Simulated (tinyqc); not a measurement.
Vibrations of a mass or spring defect in a linear chain: one step, computed by the program tinyqc. Command: `OMP_NUM_THREADS=1 python tinyqc.py 3022654 3022655 out.jsonl localmode walk`. One thread of a shared host (Intel(R) Xeon(R) Processor @ 2.30GHz), about 0.01 s of CPU time with the checks.

A ring of N atoms with nearest-neighbour springs k and motion along the chain. Atom 1 is the defect, of mass M', and its two springs are k'. All other atoms have the mass M.

Problem. Dynamical matrix of the ring. D_ii = (sum of the two springs at i)/M_i, D_ij = -k_ij/sqrt(M_i M_j) for neighbours, closed into a ring.

Inputs (values chosen for the exercise, for a model chain): spring constant k = 2.8 eV/angstrom^2; host mass M = 13.5 u; defect mass M' = 2.2 u; spring ratio k'/k at the defect = 1; atoms in the ring N = 10.

Host: monatomic.

Give: D.

Solution.

D (eV/(angstrom^2 u)):
```
[[2.545, -0.514, 0.000, 0.000, 0.000, 0.000, 0.000, 0.000, 0.000, -0.514],
 [-0.514, 0.415, -0.207, 0.000, 0.000, 0.000, 0.000, 0.000, 0.000, 0.000],
 [0.000, -0.207, 0.415, -0.207, 0.000, 0.000, 0.000, 0.000, 0.000, 0.000],
 [0.000, 0.000, -0.207, 0.415, -0.207, 0.000, 0.000, 0.000, 0.000, 0.000],
 [0.000, 0.000, 0.000, -0.207, 0.415, -0.207, 0.000, 0.000, 0.000, 0.000],
 [0.000, 0.000, 0.000, 0.000, -0.207, 0.415, -0.207, 0.000, 0.000, 0.000],
 [0.000, 0.000, 0.000, 0.000, 0.000, -0.207, 0.415, -0.207, 0.000, 0.000],
 [0.000, 0.000, 0.000, 0.000, 0.000, 0.000, -0.207, 0.415, -0.207, 0.000],
 [0.000, 0.000, 0.000, 0.000, 0.000, 0.000, 0.000, -0.207, 0.415, -0.207],
 [-0.514, 0.000, 0.000, 0.000, 0.000, 0.000, 0.000, 0.000, -0.207, 0.415]]
```
